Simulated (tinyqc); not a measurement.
Three-phonon processes in a diatomic chain: dispersion, energy and momentum conservation, and decay channels of optical phonons: one step, computed by the program tinyqc. Command: `OMP_NUM_THREADS=1 python tinyqc.py 3120344 3120345 out.jsonl threeph walk`. One thread of a shared host (Intel(R) Xeon(R) Processor @ 2.30GHz), about 0.05 s of CPU time with the checks.

Cell length a, two atoms, one spring constant. x = q a/pi runs from -1 to 1; A and O are the acoustic and optical branches. Matrix elements are not computed: only conservation laws and occupation factors are followed.

Task: Decay of the zone-centre phonon. omega^2 = k (1/m + 1/M) -/+ k sqrt((1/m + 1/M)^2 - 4 sin^2(pi x/2)/(m M)); nu = 15.6333042 THz x sqrt(omega^2) for eV/(angstrom^2 u). O(0) -> A(x) + A(-x) needs nu_A(x) = nu_O(0)/2, which gives sin^2(pi x/2) = (3/16)(m + M)^2/(m M). Full width at half maximum Gamma = Gamma_0 (1 + 2 n), n = 1/(exp(h nu_A/(k_B T)) - 1); lifetime = 1/(2 pi c Gamma).

Inputs (values chosen for the exercise, for a model chain):
```
quantity,value,unit
light mass m,12,u
heavy mass M,26.6,u
temperature T,200,K
zero-temperature width Gamma_0,2.5,1/cm
```

optical top = 16.48948 THz

Constants: h x 1 THz = 4.135667696 meV; k_B = 8.617333262e-05 eV/K; c = 299792458 m/s.

Give: x of the products; their frequency; occupation n; width Gamma; lifetime.

Result:

x of the products = 0.7702

their frequency = 8.245 THz

occupation n = 0.1605

width Gamma = 3.302 1/cm

lifetime = 1.608 ps
